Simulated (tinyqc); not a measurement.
Specific resistance of a metal-semiconductor contact and its transmission-line measurement: one step, computed by the program tinyqc.

The barrier is parabolic (depletion approximation), energies E are normal energies counted from the band edge in the neutral semiconductor (downwards for holes), and the bias is zero. xi is an input, held fixed when other inputs move.

Question. Tunnelling energy and barrier. E_00 = (e hbar/2) sqrt(N/(eps eps_0 m)); band bending E_b = phi_B + xi; depletion width w = sqrt(2 eps eps_0 E_b/(e^2 N)). Image lowering d_phi = (e^3 N E_b/(8 pi^2 (eps eps_0)^3))^(1/4) (E_b in volts), and E_b - d_phi replaces E_b everywhere except in w.

Inputs (values chosen for the exercise, modelled on n-type GaN):

| quantity | value | unit |
|---|---|---|
| tunnelling mass m | 0.2 | m_0 |
| permittivity eps | 9.7 | - |
| barrier height phi_B | 0.83 | eV |
| doping N | 5.5e+19 | 1/cm^3 |
| Fermi level above the band edge in the bulk, xi | 0.24 | eV |
| temperature T | 77 | K |

Image-force lowering: included.

Constants: hbar = 1.054571817e-34 J s; eps_0 = 8.8541878128e-12 F/m; m_0 = 9.1093837015e-31 kg; k_B = 8.617333262e-05 eV/K; e = 1.602176634e-19 C.

Give: E_00; E_00/k_B T; depletion width; barrier used, above the bulk band edge.

Answer.

E_00 = 98.86 meV

E_00/k_B T = 14.90

depletion width = 4.567 nm

barrier used, above the bulk band edge = 0.8063 eV

By the usual rule this is field emission (E_00 > 5 k_B T).
